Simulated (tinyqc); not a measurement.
## Bandgap voltage reference from two bipolar transistors: effect of the offset of the amplifier

Two transistors of area 1 and N carry the same current I. Is(T) = Is (T/T0)^eta exp[(Vg0 q/kB)(1/T0 - 1/T)], VBE1 = Vt ln(I/Is(T)) + I rb, VBE2 = Vt ln(I/(N Is(T))) + I rb/N. The amplifier forces I R1(T) = VBE1 - VBE2 + Vos, with R(T) = R (1 + tc (T - T0)) for both resistors, and the output is Vref = VBE1 + I R2(T). Base currents and the Early effect are neglected.

Vt = kB T/q; I = (Vt ln N + Vos)/(R1(T) - rb (1 - 1/N)). Box coefficient: span of Vref between 233 and 398 K over its average over T and over 165 K. The last column is the R2 that gives zero slope at T0.

Inputs (values chosen for the exercise); values of the order met in silicon bipolar transistors: reference temperature T0 = 298 K; band-gap voltage extrapolated to 0 K Vg0 = 1.149 V; temperature exponent of the saturation current eta = 3.8; saturation current of the unit transistor at T0 Is = 7.4e-16 A; area ratio of the second transistor N = 8; resistor across which the difference of VBE falls, at T0 R1 = 27 kohm; temperature coefficient of both resistors tc = 0 ppm/K; series resistance of the unit transistor rb = 0 ohm; output resistor at T0 R2 = 345.5 kohm.

Constants: q = 1.602176634e-19 C, kB = 1.380649e-23 J/K. Results are converted to the units shown.

Result of one run:

| Vos (mV) | I at T0 (uA) | Vref at T0 (V) | slope at T0 (uV/K) | box coefficient (ppm/K) | R2 for zero slope (kohm) |
|---|---|---|---|---|---|
| 5 | 2.163 | 1.307 | 66.85 | 42.78 | 335.4 |

What becomes of these results when the offset of the amplifier Vos is changed from 5 to 1 mV, all else the same?

Result of the changed run:

| Vos (mV) | I at T0 (uA) | Vref at T0 (V) | slope at T0 (uV/K) | box coefficient (ppm/K) | R2 for zero slope (kohm) |
|---|---|---|---|---|---|
| 1 | 2.015 | 1.254 | 66.53 | 44.35 | 335.5 |

The whole series:

| Vos (mV) | I at T0 (uA) | Vref at T0 (V) | slope at T0 (uV/K) | box coefficient (ppm/K) | R2 for zero slope (kohm) |
|---|---|---|---|---|---|
| -5 | 1.793 | 1.174 | 66.95 | 47.70 | 335.4 |
| -3 | 1.867 | 1.201 | 66.66 | 46.42 | 335.5 |
| -1 | 1.941 | 1.227 | 66.53 | 45.31 | 335.5 |
| 0 | 1.978 | 1.241 | 66.52 | 44.81 | 335.5 |
| 1 | 2.015 | 1.254 | 66.53 | 44.35 | 335.5 |
| 3 | 2.089 | 1.281 | 66.64 | 43.51 | 335.5 |
| 5 | 2.163 | 1.307 | 66.85 | 42.78 | 335.4 |

As Vos goes from -5 to 5, Vref rises from 1.174 to 1.307 V and the box coefficient falls from 47.7 to 42.8 ppm/K. Each mV of offset moves Vref by 13.3 mV, about R2/R1 = 12.8 plus the change of VBE1 with the current.

Numbers from tinyqc (`OMP_NUM_THREADS=1 python tinyqc.py 2062107 2062108 out.jsonl`; about 0.02 s on one thread of a shared Intel Xeon 2.30GHz).
